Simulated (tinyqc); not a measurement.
Sublattice potential against complex hopping: Haldane model. Computed by the program tinyqc. H_AA = delta - 2 t2 sum cos(k.b + phi), H_BB = -delta - 2 t2 sum cos(k.b - phi), H_AB = -t1 (1 + exp(-i k.a1) + exp(-i k.a2)), b = a1, a2 - a1, -a2, m = 3 sqrt3 t2 sin(phi); the sign of the Chern number follows the orientation k1 then k2.

Honeycomb lattice:
```
parameter      value
t1 (eV)     2.310000
t2 (eV)     0.250000
phi (rad)  -0.620000
```

Gaps at the two valleys (eV) and Chern number of the lower band (12 x 12 mesh):
```
delta   gap 2|delta - m|  gap 2|delta + m|  Chern number
-1.359             1.208             4.228             0
-0.981             0.452             3.472             0
-0.453             0.604             2.416             1
0.000              1.510             1.510             1
0.302              2.114             0.906             1
0.566              2.642             0.378             1
0.943              3.396             0.376             0
1.510              4.530             1.510             0
```

What does the comparison show, and why?

Here |m| = 0.7548 eV. For |delta| < |m| the two valleys have masses of opposite sign and the Chern number is +/-1; one gap closes at |delta| = |m|, and beyond it the band is trivial.
